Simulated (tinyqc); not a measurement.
Worked calculation: G0W0 on RHF in the sto-3g basis, for BeH2, spin multiplicity 1. One step of it, computed by the program tinyqc.

Problem. G0W0 on Hartree-Fock: HOMO. W(p,q,m) = sqrt2 sum_ia (pq|ia) (X+Y)_ia,m; Sigma_c(x) = sum_(i,m) W^2/(x - e_i + w_m) + sum_(a,m) W^2/(x - e_a - w_m); solve x = e_p + Sigma_c(x) by Newton steps; Z = 1/(1 - dSigma/dx); 1 hartree = 27.211386 eV.

orbital energies (hartree): MO1 -4.533160, MO2 -0.418265, MO3 -0.375837, MO4 0.213816, MO5 0.213829, MO6 0.357575, MO7 0.705471

Two-electron integrals over orbitals (pq|rs), unique and non-zero (hartree):
```
(11|11) 2.271918    (21|11) -0.187190   (21|21) 0.023802    (22|11) 0.458198
(22|21) -0.005759   (22|22) 0.374359    (31|31) 0.005063    (32|31) 0.011042
(32|32) 0.158749    (33|11) 0.420159    (33|21) -0.002375   (33|22) 0.386123
(33|33) 0.409505    (41|11) 0.002327    (41|21) -0.000279   (41|22) 0.000152
(41|33) 0.000084    (41|41) 0.015748    (42|11) -0.001248   (42|21) 0.000083
(42|22) 0.000424    (42|33) 0.000553    (42|41) 0.014936    (42|42) 0.047439
(43|31) -0.000008   (43|32) 0.000818    (43|43) 0.012492    (44|11) 0.569173
(44|21) -0.007263   (44|22) 0.353719    (44|33) 0.335216    (44|41) -0.000305
(44|42) -0.001644   (44|44) 0.449866    (51|51) 0.015747    (52|51) 0.014938
(52|52) 0.047437    (53|53) 0.012485    (54|51) -0.000191   (54|52) -0.000515
(54|54) 0.024253    (55|11) 0.569184    (55|21) -0.007262   (55|22) 0.353724
(55|33) 0.335215    (55|41) 0.000076    (55|42) -0.000615   (55|44) 0.401356
(55|55) 0.449859    (61|11) -0.192435   (61|21) 0.024972    (61|22) -0.005988
(61|33) -0.003005   (61|41) -0.000130   (61|42) 0.000227    (61|44) -0.005684
(61|55) -0.005679   (61|61) 0.026290    (62|11) 0.136075    (62|21) -0.006030
(62|22) -0.014810   (62|33) -0.041211   (62|41) 0.000225    (62|42) -0.000287
(62|44) 0.067293    (62|55) 0.067312    (62|61) -0.005186   (62|62) 0.083144
(63|31) -0.000491   (63|32) -0.092168   (63|43) -0.000698   (63|63) 0.087194
(64|11) 0.001146    (64|21) 0.000017    (64|22) 0.000098    (64|33) -0.000278
(64|41) 0.016180    (64|42) 0.046559    (64|44) -0.000162   (64|55) 0.000483
(64|61) 0.000197    (64|62) 0.001350    (64|64) 0.049269    (65|51) 0.016185
(65|52) 0.046579    (65|54) -0.000323   (65|65) 0.049280    (66|11) 0.459938
(66|21) -0.006663   (66|22) 0.376222    (66|33) 0.387348    (66|41) 0.000471
(66|42) 0.001411    (66|44) 0.352509    (66|55) 0.352529    (66|61) -0.006526
(66|62) -0.027808   (66|64) 0.000883    (66|66) 0.393039    (71|31) 0.009573
(71|32) 0.017665    (71|43) -0.000029   (71|63) 0.000156    (71|71) 0.018249
(72|31) 0.004511    (72|32) -0.039202   (72|43) -0.000658   (72|63) 0.062698
(72|71) 0.008360    (72|72) 0.057314    (73|11) 0.150076    (73|21) -0.004044
(73|22) 0.000726    (73|33) -0.017961   (73|41) 4.64e-06    (73|42) -0.000907
(73|44) 0.070117    (73|55) 0.070121    (73|61) -0.003562   (73|62) 0.078784
(73|64) 0.000672    (73|66) -0.020682   (73|73) 0.087168    (74|31) -0.000129
(74|32) -0.001494   (74|43) 0.013261    (74|63) 0.000962    (74|71) -0.000223
(74|72) 0.000295    (74|74) 0.016960    (75|53) 0.013269    (75|75) 0.016945
(76|31) 0.009798    (76|32) 0.139741    (76|43) 0.000907    (76|63) -0.091560
(76|71) 0.016146    (76|72) -0.047456   (76|74) -0.001295   (76|76) 0.136603
(77|11) 0.546294    (77|21) -0.007538   (77|22) 0.400603    (77|33) 0.416693
(77|41) 0.000073    (77|42) 0.000115    (77|44) 0.377649    (77|55) 0.377645
(77|61) -0.007571   (77|62) -0.019266   (77|64) -0.000300   (77|66) 0.410441
(77|73) 0.003148    (77|77) 0.454534
```

excitation energies w (hartree): 0.614121  0.614129  0.720403  0.720418  0.853370  0.868718  1.259213  1.285078  4.778419  4.778429  4.943048  5.275027

X + Y:
```
            1         2          3          4          5          6          7          8
1>4  0.000000  0.000000  -0.011905   0.000000   0.000000  -0.000182   0.000000  -0.000031
1>5  0.000000  0.000000   0.000000  -0.011907   0.000000   0.000000   0.000000   0.000000
1>6  0.000000  0.000000  -0.000166   0.000000   0.000000   0.002680   0.000000   0.003822
1>7  0.000011  0.000000   0.000000   0.000000   0.001943   0.000000  -0.006087   0.000000
2>4  0.000000  0.000000   0.936682   0.000000   0.000000   0.000970   0.000000  -0.001916
2>5  0.000000  0.000000   0.000000   0.936686   0.000000   0.000000   0.000000   0.000000
2>6  0.000000  0.000000  -0.000137   0.000000   0.000000   0.887864   0.000000   0.266145
2>7  0.001511  0.000000   0.000000   0.000000  -0.317071   0.000000   0.907893   0.000000
3>4  0.979869  0.000000   0.000000   0.000000  -0.002778   0.000000  -0.001453   0.000000
3>5  0.000000  0.979881   0.000000   0.000000   0.000000   0.000000   0.000000   0.000000
3>6  0.004150  0.000000   0.000000   0.000000   0.890958   0.000000   0.210868   0.000000
3>7  0.000000  0.000000   0.003622   0.000000   0.000000  -0.382149   0.000000   0.861802

            9        10         11         12
1>4  0.996693  0.000000  -0.001527   0.000000
1>5  0.000000  0.996694   0.000000   0.000000
1>6  0.001576  0.000000   0.994691   0.000000
1>7  0.000000  0.000000   0.000000   0.996540
2>4  0.001687  0.000000   0.000022   0.000000
2>5  0.000000  0.001687   0.000000   0.000000
2>6  0.000030  0.000000  -0.000686   0.000000
2>7  0.000000  0.000000   0.000000   0.001424
3>4  0.000000  0.000000   0.000000  -0.000003
3>5  0.000000  0.000000   0.000000   0.000000
3>6  0.000000  0.000000   0.000000   0.000027
3>7  0.000000  0.000000  -0.000680   0.000000
```

Give: The 12 largest terms at x = e_p; Newton steps; quasiparticle energy of the HOMO; Hartree-Fock value.

Solution.

The 12 largest terms at x = e_p (hartree; W for the signs of X + Y given):

| q | m | W | term |
|---|---|---|---|
| 2 | 5 | -0.0985 | 0.0108 |
| 7 | 8 | 0.1359 | -0.0078 |
| 6 | 7 | 0.1065 | -0.0057 |
| 2 | 7 | -0.0780 | 0.0047 |
| 6 | 5 | 0.0818 | -0.0042 |
| 3 | 6 | -0.0420 | 0.0020 |
| 7 | 6 | 0.0518 | -0.0014 |
| 3 | 8 | -0.0374 | 0.0011 |
| 4 | 1 | 0.0173 | -2.49e-04 |
| 5 | 2 | 0.0173 | -2.49e-04 |
| 2 | 12 | 0.0248 | 1.16e-04 |
| 1 | 12 | 0.0135 | 1.93e-05 |

Newton steps (hartree):

| step | x | Sigma_c(x) | Z |
|---|---|---|---|
| 0 | -0.3758 | -0.0008 | 0.9720 |
| 1 | -0.3766 | -0.0008 | 0.9720 |
| 2 | -0.3766 | -0.0008 | 0.9720 |

quasiparticle energy of the HOMO = -10.2485 eV

Hartree-Fock value = -10.2271 eV
